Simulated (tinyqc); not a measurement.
Metal-interlayer-semiconductor contact, depinning against tunnelling resistance: one step of the calculation.

Zero bias, n-type semiconductor. Gap states at the semiconductor surface thin out as exp(-be ti), which unpins the barrier; electrons must then cross the interlayer (a rectangular barrier, no voltage drop across it) and the parabolic depleted layer, both by WKB. Energies E are counted from the Fermi level; no image force, parabolic bands.

Problem. Exponents and integrand on an energy grid. With U = phiB - xi: for xi < E < phiB, y = (E - xi)/U and G1 = (U/E00) [sqrt(1 - y) - y ln((1 + sqrt(1 - y))/sqrt(y))], G1 = 0 above phiB; G2 = 2 ti sqrt(mi max(phiB + dE - E, 0)/C), C = hbar^2/(2 m0); f = 1/(1 + exp(E/Vt)); integrand exp(-G1 - G2) f.

Parameters, values chosen for the exercise; semiconductor values close to those of gallium nitride; interlayer mass of the order of that in lanthanum oxide, offset chosen freely:
- T = 400 K (temperature)
- ti = 0.9 nm (interlayer thickness)
- dE = 2.06 eV (conduction-band offset of the interlayer above the semiconductor)
- mi = 0.29 m0 (tunnelling mass in the interlayer)

Constants: q = 1.602176634e-19 C, kB = 1.380649e-23 J/K, hbar = 1.054571817e-34 J s, m0 = 9.1093837015e-31 kg, Vt = kB T/q, hbar^2/(2 m0) = 0.0380998212 eV nm^2. Results are converted to the units shown.

```
point,E (eV)
0,-0.06
1,-0.034
2,-0.008
3,0.018
4,0.044
5,0.07
6,0.096
7,0.122
8,0.148
9,0.174
10,0.2
11,0.226
12,0.252
13,0.278
14,0.304
15,0.33
```

phiB = 0.19543678 eV
xi = -0.068965439 eV
E00 = 0.041609003 eV

Wanted: G1; G2; f; integrand.

Solution.

```
point,G1,G2,f,integrand (1e-5)
0,5.7337,7.5566,0.85077,0.1438
1,4.5161,7.5141,0.72837,0.4342
2,3.5763,7.4713,0.55776,0.8883
3,2.7928,7.4282,0.37234,1.3551
4,2.1248,7.3849,0.21815,1.6170
5,1.5526,7.3414,0.11601,1.5918
6,1.0656,7.2976,0.058136,1.3562
7,0.6594,7.2535,0.028212,1.0325
8,0.3345,7.2092,0.013471,0.7132
9,0.0994,7.1646,0.0063814,0.4469
10,0.0000,7.1197,0.0030116,0.2436
11,0.0000,7.0745,0.0014188,0.1201
12,0.0000,7.0291,6.6780e-4,0.0592
13,0.0000,6.9833,3.1421e-4,0.0291
14,0.0000,6.9372,1.4781e-4,0.0144
15,0.0000,6.8909,6.9527e-5,0.0071
```

Computed by the program tinyqc: `OMP_NUM_THREADS=1 python tinyqc.py 2270021 2270022 out.jsonl`, one thread of a shared Intel Xeon 2.30GHz, about 0.02 s for the whole run.
